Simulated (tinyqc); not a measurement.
# Punch-through p+-n junction, ionisation integral and breakdown: effects of single changes

A p+ layer at x < 0 and an n drift layer from x = 0 to L on an n+ substrate. Depletion approximation, built-in voltage neglected. Local ionisation coefficients alpha_n = an exp(-(bn/E)^mx), alpha_p = ap exp(-(bp/E)^mx). Electrons move towards +x, holes towards x = 0.

Values chosen for this exercise; material values close to those of germanium:
- eps_r = 16 (relative permittivity)
- an = 1.46e7 1/cm (prefactor of the electron ionisation coefficient)
- bn = 1.46e6 V/cm (field constant for electrons)
- ap = 1.05e7 1/cm (prefactor of the hole ionisation coefficient)
- bp = 1.31e6 V/cm (field constant for holes)
- mx = 1 (exponent)
- mu = 3800 cm^2/(V s) (electron mobility of the drift layer)
- N = 2.7e14 cm^-3 (donor density of the drift layer)
- L = 20 um (thickness of the drift layer)

Constants: q = 1.602176634e-19 C, eps0 = 8.8541878128e-14 F/cm where lengths are in cm. Results are converted to the units shown.

Each table varies one quantity; the others keep the values above.

## Multiplication against voltage

W = sqrt(2 eps0 eps_r V/(q N)), peak field E0 = q N W/(eps0 eps_r), falling linearly to 0 at W; if W > L the layer is punched through: W = L, E0 = V/L + q N L/(2 eps0 eps_r), falling linearly to E1 = V/L - q N L/(2 eps0 eps_r). G(x) = integral from 0 to x of (alpha_n - alpha_p); I_n = integral of alpha_n exp(-G) (electrons injected at x = 0), I_p = integral of alpha_p exp(G(end) - G) (holes injected at the far edge); M = 1/(1 - I). Integrals on a fine grid; BV is where I_n = 1. Here BV = 256.823 V; the Miller exponent is n = ln(1 - 1/M)/ln(V/BV).

Multiplication against voltage:

| V (V) | E0 (kV/cm) | I_n | I_p | M_n | M_p | Miller n, electrons | Miller n, holes |
|---|---|---|---|---|---|---|---|
| 103 | 82.0 | 3.71e-5 | 1.83e-4 | 1.00 | 1.00 | 11.2 | 9.42 |
| 128 | 94.5 | 5.12e-4 | 0.00198 | 1.00 | 1.00 | 10.9 | 8.94 |
| 154 | 108 | 0.00424 | 0.0134 | 1.00 | 1.01 | 10.7 | 8.43 |
| 180 | 121 | 0.0230 | 0.0608 | 1.02 | 1.06 | 10.6 | 7.88 |
| 205 | 133 | 0.0898 | 0.194 | 1.10 | 1.24 | 10.7 | 7.27 |
| 221 | 141 | 0.196 | 0.359 | 1.24 | 1.56 | 10.8 | 6.82 |
| 236 | 149 | 0.392 | 0.584 | 1.64 | 2.41 | 11.1 | 6.35 |
| 247 | 154 | 0.643 | 0.792 | 2.80 | 4.80 | 11.3 | 5.99 |
| 253 | 157 | 0.842 | 0.917 | 6.32 | 12.1 | 11.5 | 5.78 |

M_n rises from 1.000 to 6.32 and M_p from 1.000 to 12.1; both diverge at BV. The Miller exponent for electrons goes from 11.2 through a minimum of 10.6 (at V = 180 among the rows listed) to 11.5 and that for holes falls from 9.42 to 5.78. The larger multiplication belongs to holes, whose coefficient at the peak field of the last row is 1.87 times the other.

## Effect of the drift doping

Same model as above.

Specific on-resistance Ron = L/(q mu N) with constant mobility and full ionisation.

Effect of the drift doping:

| N (cm^-3) | BV (V) | E0 at BV (kV/cm) | W at BV (um) | Ron (mohm cm^2) | BV^2/Ron (MW/cm^2) | eps0 eps_r mu E0^3/4 (MW/cm^2) |
|---|---|---|---|---|---|---|
| 2.2e13 | 273 | 139 | 20.0 | 149 | 0.499 | 3.62 |
| 4.3e13 | 273 | 141 | 20.0 | 76.4 | 0.974 | 3.80 |
| 8.3e13 | 272 | 145 | 20.0 | 39.6 | 1.87 | 4.12 |
| 1.6e14 | 267 | 152 | 20.0 | 20.5 | 3.48 | 4.71 |
| 3.1e14 | 252 | 161 | 20.0 | 10.6 | 5.99 | 5.62 |
| 5.9e14 | 210 | 172 | 20.0 | 5.57 | 7.90 | 6.80 |
| 1.1e15 | 135 | 183 | 14.7 | 2.99 | 6.08 | 8.26 |
| 2.2e15 | 78.5 | 198 | 7.95 | 1.49 | 4.13 | 10.4 |

BV falls from 273 to 78.5 V while the critical field rises from 139 to 198 kV/cm. BV goes as N^(0.00) between the first two rows and N^(-0.78) between the last two (a coefficient proportional to E^7 gives -0.75 without punch-through). BV^2/Ron goes from 0.499 through a maximum of 7.90 (at N = 5.9e14 among the rows listed) to 4.13 MW/cm^2; the layer is punched through at breakdown in 6 of the 8 rows.

## Effect of the drift thickness

Same model as above.

The value eps0 eps_r mu E0^3/4 holds for a triangular field; a layer that punches through can exceed it.

Results:

| L (um) | BV (V) | E0 at BV (kV/cm) | W at BV (um) | Ron (mohm cm^2) | BV^2/Ron (MW/cm^2) | eps0 eps_r mu E0^3/4 (MW/cm^2) |
|---|---|---|---|---|---|---|
| 7.8 | 117 | 162 | 7.80 | 4.75 | 2.87 | 5.68 |
| 10 | 145 | 160 | 10.0 | 6.08 | 3.45 | 5.54 |
| 14 | 193 | 159 | 14.0 | 8.52 | 4.37 | 5.43 |
| 19 | 247 | 159 | 19.0 | 11.6 | 5.27 | 5.41 |
| 34 | 364 | 159 | 34.0 | 20.7 | 6.40 | 5.40 |
| 46 | 408 | 159 | 46.0 | 28.0 | 5.95 | 5.40 |
| 62 | 414 | 159 | 52.0 | 37.7 | 4.53 | 5.40 |
| 83 | 414 | 159 | 52.0 | 50.5 | 3.39 | 5.40 |

Estimate the missing row, L = 25 um.

Computed row:

| L (um) | BV (V) | E0 at BV (kV/cm) | W at BV (um) | Ron (mohm cm^2) | BV^2/Ron (MW/cm^2) | eps0 eps_r mu E0^3/4 (MW/cm^2) |
|---|---|---|---|---|---|---|
| 25 | 302 | 159 | 25.0 | 15.2 | 5.99 | 5.40 |

With this row back in the table: BV rises from 117 to 414 V and saturates once L exceeds the free depleted width of 52.0 um, while Ron keeps rising as L. BV^2/Ron goes from 2.87 through a maximum of 6.40 (at L = 34 um among the rows listed) to 3.39 MW/cm^2. The best row has L = 0.65 of that width: the last part of the triangle adds little voltage but its full share of resistance.

tinyqc, about 0.1 s, one thread, Intel Xeon 2.30GHz (shared host): `OMP_NUM_THREADS=1 python tinyqc.py 2120120 2120121 out.jsonl`
